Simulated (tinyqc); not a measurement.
CIS on RHF in the 6-311g basis, for H2, spin multiplicity 1, step by step. Computed by tinyqc, a small Python program that keeps every step (integrals from PySCF). Settings: charge = 0, multiplicity = 1, basis = 6-311g, method = RHF, energy threshold = 1e-10, iteration cap = 86, orthogonalisation = symmetric, start = atomic densities, DIIS depth = 6. Command: `OMP_NUM_THREADS=1 python tinyqc.py 23406 23407 out.jsonl` (the two numbers bound the seeds that draw the settings). One thread of a shared host (Intel(R) Xeon(R) Processor @ 2.60GHz), about 0.06 s of CPU time with the checks. The early iterations of the SCF are left out here.

## One-electron integrals

Geometry (angstrom):
```
atom         x         y         z
H     0.000000  0.000000  0.000000
H     0.000000  0.000000  1.040000
```

Basis 6-311g: exponents (1/bohr^2) and contraction coefficients of normalised primitives:
```
element  l (shell)   exponent  coefficient
H            s (1)  33.865000     0.025494
H            s (1)   5.094790     0.190373
H            s (1)   1.158790     0.852161
H            s (2)   0.325840     1.000000
H            s (3)   0.102741     1.000000
```

Overlap, kinetic and nuclear-attraction integrals over the contracted functions; the nuclear repulsion is the sum of Za Zb / Rab.

nuclear repulsion = 0.50882424 hartree

overlap S:
```
          1H 1s     1H 2s     1H 3s     2H 1s     2H 2s     2H 3s
1H 1s  1.000000  0.706377  0.373664  0.083393  0.260060  0.259033
1H 2s  0.706377  1.000000  0.788963  0.260060  0.532979  0.583484
1H 3s  0.373664  0.788963  1.000000  0.259033  0.583484  0.820028
2H 1s  0.083393  0.260060  0.259033  1.000000  0.706377  0.373664
2H 2s  0.260060  0.532979  0.583484  0.706377  1.000000  0.788963
2H 3s  0.259033  0.583484  0.820028  0.373664  0.788963  1.000000
```

kinetic energy T (hartree):
```
           1H 1s     1H 2s     1H 3s      2H 1s     2H 2s     2H 3s
1H 1s   2.304348  0.549119  0.106346  -0.090598  0.067095  0.055703
1H 2s   0.549119  0.488760  0.184881   0.067095  0.151216  0.109229
1H 3s   0.106346  0.184881  0.154112   0.055703  0.109229  0.109659
2H 1s  -0.090598  0.067095  0.055703   2.304348  0.549119  0.106346
2H 2s   0.067095  0.151216  0.109229   0.549119  0.488760  0.184881
2H 3s   0.055703  0.109229  0.109659   0.106346  0.184881  0.154112
```

nuclear attraction V (hartree):
```
           1H 1s      1H 2s      1H 3s      2H 1s      2H 2s      2H 3s
1H 1s  -2.619912  -1.419917  -0.704808  -0.169497  -0.521504  -0.495228
1H 2s  -1.419917  -1.407082  -0.956625  -0.521504  -0.800641  -0.743200
1H 3s  -0.704808  -0.956625  -0.914633  -0.495228  -0.743200  -0.786551
2H 1s  -0.169497  -0.521504  -0.495228  -2.619912  -1.419917  -0.704808
2H 2s  -0.521504  -0.800641  -0.743200  -1.419917  -1.407082  -0.956625
2H 3s  -0.495228  -0.743200  -0.786551  -0.704808  -0.956625  -0.914633
```

core Hamiltonian H = T + V (hartree):
```
           1H 1s      1H 2s      1H 3s      2H 1s      2H 2s      2H 3s
1H 1s  -0.315564  -0.870797  -0.598462  -0.260095  -0.454410  -0.439525
1H 2s  -0.870797  -0.918322  -0.771743  -0.454410  -0.649425  -0.633971
1H 3s  -0.598462  -0.771743  -0.760522  -0.439525  -0.633971  -0.676892
2H 1s  -0.260095  -0.454410  -0.439525  -0.315564  -0.870797  -0.598462
2H 2s  -0.454410  -0.649425  -0.633971  -0.870797  -0.918322  -0.771743
2H 3s  -0.439525  -0.633971  -0.676892  -0.598462  -0.771743  -0.760522
```

## Two-electron integrals

Functions are numbered as in S; the eight-fold symmetry (ij|kl) = (ji|kl) = (kl|ij) leaves the list below.

Two-electron integrals (ij|kl) in chemists' order, unique and non-zero (hartree):
```
(11|11) 1.393035   (21|11) 0.822971   (21|21) 0.509703   (22|11) 0.822904
(22|21) 0.543028   (22|22) 0.644106   (31|11) 0.411256   (31|21) 0.257757
(31|22) 0.279868   (31|31) 0.130794   (32|11) 0.543681   (32|21) 0.365771
(32|22) 0.452669   (32|31) 0.189803   (32|32) 0.325140   (33|11) 0.494021
(33|21) 0.340115   (33|22) 0.445993   (33|31) 0.178035   (33|32) 0.331779
(33|33) 0.361682   (41|11) 0.075933   (41|21) 0.049740   (41|22) 0.057681
(41|31) 0.025553   (41|32) 0.039994   (41|33) 0.038540   (41|41) 0.008441
(42|11) 0.162175   (42|21) 0.111783   (42|22) 0.144236   (42|31) 0.058455
(42|32) 0.105118   (42|33) 0.108846   (42|41) 0.021440   (42|42) 0.068039
(43|11) 0.140466   (43|21) 0.097787   (43|22) 0.129919   (43|31) 0.051352
(43|32) 0.096409   (43|33) 0.102949   (43|41) 0.018825   (43|42) 0.064267
(43|43) 0.062734   (44|11) 0.508027   (44|21) 0.357277   (44|22) 0.486838
(44|31) 0.188398   (44|32) 0.365350   (44|33) 0.394992   (44|41) 0.075933
(44|42) 0.284899   (44|43) 0.282900   (44|44) 1.393035   (51|11) 0.284899
(51|21) 0.178791   (51|22) 0.194463   (51|31) 0.090755   (51|32) 0.131949
(51|33) 0.123838   (51|41) 0.021440   (51|42) 0.049707   (51|43) 0.043377
(51|44) 0.162175   (51|51) 0.068039   (52|11) 0.373615   (52|21) 0.251304
(52|22) 0.310449   (52|31) 0.130381   (52|32) 0.222604   (52|33) 0.226274
(52|41) 0.035770   (52|42) 0.100876   (52|43) 0.093633   (52|44) 0.373615
(52|51) 0.100876   (52|52) 0.182969   (53|11) 0.313529   (53|21) 0.215353
(53|22) 0.280140   (53|31) 0.112612   (53|32) 0.207044   (53|33) 0.222203
(53|41) 0.032019   (53|42) 0.099294   (53|43) 0.096180   (53|44) 0.391239
(53|51) 0.087526   (53|52) 0.174485   (53|53) 0.177834   (54|11) 0.357277
(54|21) 0.250289   (54|22) 0.338254   (54|31) 0.131777   (54|32) 0.253434
(54|33) 0.274710   (54|41) 0.049740   (54|42) 0.178791   (54|43) 0.177583
(54|44) 0.822971   (54|51) 0.111783   (54|52) 0.251304   (54|53) 0.263874
(54|54) 0.509703   (55|11) 0.486838   (55|21) 0.338254   (55|22) 0.451521
(55|31) 0.177616   (55|32) 0.338182   (55|33) 0.370442   (55|41) 0.057681
(55|42) 0.194463   (55|43) 0.193304   (55|44) 0.822904   (55|51) 0.144236
(55|52) 0.310449   (55|53) 0.328480   (55|54) 0.543028   (55|55) 0.644106
(61|11) 0.282900   (61|21) 0.177583   (61|22) 0.193304   (61|31) 0.090152
(61|32) 0.131219   (61|33) 0.123234   (61|41) 0.018825   (61|42) 0.043377
(61|43) 0.038046   (61|44) 0.140466   (61|51) 0.064267   (61|52) 0.093633
(61|53) 0.081102   (61|54) 0.097787   (61|55) 0.129919   (61|61) 0.062734
(62|11) 0.391239   (62|21) 0.263874   (62|22) 0.328480   (62|31) 0.137052
(62|32) 0.236701   (62|33) 0.242871   (62|41) 0.032019   (62|42) 0.087526
(62|43) 0.081102   (62|44) 0.313529   (62|51) 0.099294   (62|52) 0.174485
(62|53) 0.165387   (62|54) 0.215353   (62|55) 0.280140   (62|61) 0.096180
(62|62) 0.177834   (63|11) 0.381436   (63|21) 0.263378   (63|22) 0.348140
(63|31) 0.138026   (63|32) 0.260379   (63|33) 0.287067   (63|41) 0.033526
(63|42) 0.100518   (63|43) 0.097163   (63|44) 0.381436   (63|51) 0.100518
(63|52) 0.194925   (63|53) 0.198799   (63|54) 0.263378   (63|55) 0.348140
(63|61) 0.097163   (63|62) 0.198799   (63|63) 0.243212   (64|11) 0.188398
(64|21) 0.131777   (64|22) 0.177616   (64|31) 0.069343   (64|32) 0.133029
(64|33) 0.144377   (64|41) 0.025553   (64|42) 0.090755   (64|43) 0.090152
(64|44) 0.411256   (64|51) 0.058455   (64|52) 0.130381   (64|53) 0.137052
(64|54) 0.257757   (64|55) 0.279868   (64|61) 0.051352   (64|62) 0.112612
(64|63) 0.138026   (64|64) 0.130794   (65|11) 0.365350   (65|21) 0.253434
(65|22) 0.338182   (65|31) 0.133029   (65|32) 0.253940   (65|33) 0.280896
(65|41) 0.039994   (65|42) 0.131949   (65|43) 0.131219   (65|44) 0.543681
(65|51) 0.105118   (65|52) 0.222604   (65|53) 0.236701   (65|54) 0.365771
(65|55) 0.452669   (65|61) 0.096409   (65|62) 0.207044   (65|63) 0.260379
(65|64) 0.189803   (65|65) 0.325140   (66|11) 0.394992   (66|21) 0.274710
(66|22) 0.370442   (66|31) 0.144377   (66|32) 0.280896   (66|33) 0.319036
(66|41) 0.038540   (66|42) 0.123838   (66|43) 0.123234   (66|44) 0.494021
(66|51) 0.108846   (66|52) 0.226274   (66|53) 0.242871   (66|54) 0.340115
(66|55) 0.445993   (66|61) 0.102949   (66|62) 0.222203   (66|63) 0.287067
(66|64) 0.178035   (66|65) 0.331779   (66|66) 0.361682
```

## Orthogonalisation

S = U s U^T; symmetric (Loewdin) form X = U s^(-1/2) U^T, so that X^T S X = 1.

eigenvalues of S: 0.050134  0.131448  0.281345  0.740295  1.232120  3.564658

X:
```
           1H 1s      1H 2s      1H 3s      2H 1s      2H 2s      2H 3s
1H 1s   1.376112  -0.753208   0.211446   0.046536   0.003584  -0.046173
1H 2s  -0.753208   2.185976  -1.046271   0.003584  -0.358384   0.253562
1H 3s   0.211446  -1.046271   2.289133  -0.046173   0.253562  -1.089293
2H 1s   0.046536   0.003584  -0.046173   1.376112  -0.753208   0.211446
2H 2s   0.003584  -0.358384   0.253562  -0.753208   2.185976  -1.046271
2H 3s  -0.046173   0.253562  -1.089293   0.211446  -1.046271   2.289133
```

## Iteration 6 (converged): orbitals

converged F (hartree):
```
           1H 1s      1H 2s      1H 3s      2H 1s      2H 2s      2H 3s
1H 1s   0.687836  -0.342493  -0.412290  -0.324931  -0.384054  -0.359772
1H 2s  -0.342493  -0.270728  -0.346671  -0.384054  -0.409551  -0.366160
1H 3s  -0.412290  -0.346671  -0.258031  -0.359772  -0.366160  -0.283942
2H 1s  -0.324931  -0.384054  -0.359772   0.687836  -0.342493  -0.412290
2H 2s  -0.384054  -0.409551  -0.366160  -0.342493  -0.270728  -0.346671
2H 3s  -0.359772  -0.366160  -0.283942  -0.412290  -0.346671  -0.258031
```

Diagonalise F' = X^T F X, C = X C', fill 1 alpha and 1 beta electrons from the bottom; D = 2 C_occ C_occ^T. Each column has its largest component positive (the first on a tie).

F' = X^T F X (hartree):
```
           1          2          3          4          5          6
1   1.722497  -1.175796   0.004444  -0.021857  -0.178101  -0.125889
2  -1.175796   0.930006  -0.380255  -0.178101  -0.200233  -0.030340
3   0.004444  -0.380255   0.174723  -0.125889  -0.030340  -0.132366
4  -0.021857  -0.178101  -0.125889   1.722497  -1.175796   0.004444
5  -0.178101  -0.200233  -0.030340  -1.175796   0.930006  -0.380255
6  -0.125889  -0.030340  -0.132366   0.004444  -0.380255   0.174723
```

orbital energies (hartree): MO1 -0.519241, MO2 0.115782, MO3 0.331185, MO4 0.540255, MO5 2.525644, MO6 2.660825

coefficients C:
```
            MO1        MO2        MO3        MO4        MO5        MO6
1H 1s  0.157660   0.107580  -0.045263  -0.098193  -1.087300  -1.131232
1H 2s  0.306524   0.087409  -0.839315  -1.306647   1.628823   1.211116
1H 3s  0.173648   1.469097   0.894717   1.834356  -1.030408  -0.465819
2H 1s  0.157660  -0.107580  -0.045263   0.098193   1.087300  -1.131232
2H 2s  0.306524  -0.087409  -0.839315   1.306647  -1.628823   1.211116
2H 3s  0.173648  -1.469097   0.894717  -1.834356   1.030408  -0.465819
```

D after iteration 6:
```
          1H 1s     1H 2s     1H 3s     2H 1s     2H 2s     2H 3s
1H 1s  0.049714  0.096653  0.054755  0.049714  0.096653  0.054755
1H 2s  0.096653  0.187914  0.106455  0.096653  0.187914  0.106455
1H 3s  0.054755  0.106455  0.060307  0.054755  0.106455  0.060307
2H 1s  0.049714  0.096653  0.054755  0.049714  0.096653  0.054755
2H 2s  0.096653  0.187914  0.106455  0.096653  0.187914  0.106455
2H 3s  0.054755  0.106455  0.060307  0.054755  0.106455  0.060307
```

## Convergence

Stop when the energy changes by less than 1e-10 hartree and every element of the error matrix X^T (F D S - S D F) X is below 3e-06.

Course of the cycle:
```
iteration  E (hartree)     change  largest element of the error matrix
1          -0.74851999          -                             1.13e-01
2          -1.08888487  -3.40e-01                             1.16e-02
3          -1.08941926  -5.34e-04                             2.91e-03
4          -1.08945284  -3.36e-05                             3.06e-05
5          -1.08945284  -1.31e-09                             1.06e-06
6          -1.08945284  -6.32e-12                             1.76e-09
```

PySCF RHF in the same basis = -1.08945284 hartree

Converged in 6 iterations.

## Integrals over molecular orbitals

(pq|rs) = sum C_ip C_jq C_kr C_ls (ij|kl), one index at a time.

one-electron integrals over orbitals h = C^T H C (hartree):
```
           1          2          3          4          5          6
1  -1.079036   0.000000   0.117918   0.000000   0.000000   0.057239
2   0.000000  -0.553285   0.000000   0.203947   0.031278   0.000000
3   0.117918   0.000000  -0.323263   0.000000   0.000000  -0.132977
4   0.000000   0.203947   0.000000  -0.260365  -0.193499   0.000000
5   0.000000   0.031278   0.000000  -0.193499   1.426837   0.000000
6   0.057239   0.000000  -0.132977   0.000000   0.000000   1.550469
```

Two-electron integrals over orbitals (pq|rs), unique and non-zero (hartree):
```
(11|11) 0.559796    (21|21) 0.077496    (22|11) 0.373282    (22|22) 0.320665
(31|11) -0.117918   (31|22) -0.041855   (31|31) 0.053754    (32|21) 0.010699
(32|32) 0.028439    (33|11) 0.354101    (33|22) 0.282802    (33|31) -0.039768
(33|33) 0.281042    (41|21) -0.075807   (41|32) 0.011745    (41|41) 0.093641
(42|11) -0.139877   (42|22) -0.063273   (42|31) 0.049849    (42|33) -0.052855
(42|42) 0.067064    (43|21) 0.054180    (43|32) 0.012544    (43|41) -0.050918
(43|43) 0.044867    (44|11) 0.447131    (44|22) 0.336462    (44|31) -0.079421
(44|33) 0.304622    (44|42) -0.100640   (44|44) 0.387672    (51|21) -0.028507
(51|32) 0.020573    (51|41) 0.052077    (51|43) -0.027915   (51|51) 0.071623
(52|11) -0.029893   (52|22) 0.003988    (52|31) 0.025156    (52|33) -0.006644
(52|42) 0.014369    (52|44) -0.021353   (52|52) 0.031115    (53|21) 0.034954
(53|32) -0.009704   (53|41) -0.047228   (53|43) 0.024598    (53|51) -0.040733
(53|53) 0.031326    (54|11) 0.122788    (54|22) 0.042661    (54|31) -0.056468
(54|33) 0.046235    (54|42) -0.054325   (54|44) 0.087550    (54|52) -0.042023
(54|54) 0.082333    (55|11) 0.585215    (55|22) 0.388896    (55|31) -0.137924
(55|33) 0.359445    (55|42) -0.160055   (55|44) 0.481779    (55|52) -0.064807
(55|54) 0.181203    (55|55) 0.708858    (61|11) -0.057239   (61|22) -0.019800
(61|31) 0.036470    (61|33) -0.017797   (61|42) 0.032529    (61|44) -0.052343
(61|52) 0.038984    (61|54) -0.065174   (61|55) -0.126854   (61|61) 0.068551
(62|21) -0.015013   (62|32) 0.008716    (62|41) 0.026064    (62|43) -0.016649
(62|51) 0.038528    (62|53) -0.020105   (62|62) 0.022972    (63|11) 0.084724
(63|22) 0.039580    (63|31) -0.033957   (63|33) 0.031822    (63|42) -0.038025
(63|44) 0.064464    (63|52) -0.020049   (63|54) 0.047660    (63|55) 0.122079
(63|61) -0.038031   (63|63) 0.032020    (64|21) 0.033787    (64|32) -0.020146
(64|41) -0.055193   (64|43) 0.026359    (64|51) -0.062456   (64|53) 0.039514
(64|62) -0.034416   (64|64) 0.061063    (65|21) 0.119763    (65|32) -0.012940
(65|41) -0.144936   (65|43) 0.089541    (65|51) -0.118226   (65|53) 0.090607
(65|62) -0.063713   (65|64) 0.116951    (65|65) 0.293631    (66|11) 0.589453
(66|22) 0.382580    (66|31) -0.137178   (66|33) 0.361797    (66|42) -0.160738
(66|44) 0.478970    (66|52) -0.065505   (66|54) 0.179687    (66|55) 0.699985
(66|61) -0.117097   (66|63) 0.118217    (66|66) 0.702867
```

## CIS matrix, singlets

A(ia,jb) = (e_a - e_i) d_ij d_ab + 2 (ia|jb) - (ij|ab).

CIS matrix A, singlet (hartree):
```
           1>2        1>3        1>4        1>5        1>6
1>2   0.416734   0.000000  -0.011737  -0.027122   0.000000
1>3   0.000000   0.603833   0.000000   0.000000  -0.011784
1>4  -0.011737   0.000000   0.799647  -0.018634   0.000000
1>5  -0.027122   0.000000  -0.018634   2.602915   0.000000
1>6   0.000000  -0.011784   0.000000   0.000000   2.727714
```

## CIS singlet states

dipole integrals <i|r|a> (bohr):
```
            x         y          z
1>2  0.000000  0.000000  -1.212082
1>3  0.000000  0.000000   0.000000
1>4  0.000000  0.000000   0.349867
1>5  0.000000  0.000000  -0.046810
1>6  0.000000  0.000000   0.000000
```

Diagonalise A (1 hartree = 27.211386 eV); each vector has its largest component positive (the first on a tie). The transition dipole is mu = sqrt2 sum c_ia <i|r|a>.

singlet excitation energies (eV): 11.320586  16.429356  21.764512  70.843231  74.226671

lowest vectors:
```
      state 1   state 2    state 3    state 4    state 5
1>2  0.999433  0.000000  -0.031318  -0.012347   0.000000
1>3  0.000000  0.999985   0.000000   0.000000  -0.005548
1>4  0.031192  0.000000   0.999461  -0.010249   0.000000
1>5  0.012661  0.000000   0.009858   0.999871   0.000000
1>6  0.000000  0.005548   0.000000   0.000000   0.999985
```

oscillator strengths 2/3 w |mu|^2: 0.800198  0.000000  0.159866  0.004356  0.000000

## CIS matrix, triplets

A(ia,jb) = (e_a - e_i) d_ij d_ab - (ij|ab).

CIS matrix A, triplet (hartree):
```
          1>2        1>3        1>4        1>5        1>6
1>2  0.261741   0.000000   0.139877   0.029893   0.000000
1>3  0.000000   0.496324   0.000000   0.000000  -0.084724
1>4  0.139877   0.000000   0.612365  -0.122788   0.000000
1>5  0.029893   0.000000  -0.122788   2.459670   0.000000
1>6  0.000000  -0.084724   0.000000   0.000000   2.590612
```

## CIS triplet states

Diagonalise A (1 hartree = 27.211386 eV); each vector has its largest component positive (the first on a tie).

triplet excitation energies (eV): 5.732070  13.412563  17.827213  67.157396  70.587262

lowest vectors:
```
       state 1   state 2   state 3    state 4    state 5
1>2   0.940964  0.000000  0.338375   0.009378   0.000000
1>3   0.000000  0.999185  0.000000   0.000000  -0.040356
1>4  -0.337091  0.000000  0.939203  -0.065320   0.000000
1>5  -0.030911  0.000000  0.058302   0.997820   0.000000
1>6   0.000000  0.040356  0.000000   0.000000   0.999185
```
